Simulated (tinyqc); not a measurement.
# Doping and flat-band voltage from two insulator thicknesses

Inverse problem. A junctionless wire is fully depleted at VT = Vfb - q Nd R^2/(4 eps0 eps_r) - q Nd R^2 ln(1 + tox/R)/(2 eps0 eox). Find Nd and Vfb.

Values chosen for this exercise; material values those of a made-up semiconductor:
- eps_r = 12.8 (relative permittivity of the semiconductor)
- eox = 7.5 (relative permittivity of the gate insulator)
- R = 15 nm (wire radius)

Constants: q = 1.602176634e-19 C, eps0 = 8.8541878128e-14 F/cm where lengths are in cm. Results are converted to the units shown.

VT at tox = 2.1 and 4.6 nm (V): [0.48284843, 0.41618273]

Solution. The difference of the thresholds is proportional to Nd and holds no Vfb.

Nd = 1.80e18 cm^-3
Vfb = 0.690 V

Program tinyqc, `OMP_NUM_THREADS=1 python tinyqc.py 2460166 2460167 out.jsonl`; Intel Xeon 2.30GHz, shared host, one thread, about 0.01 s.
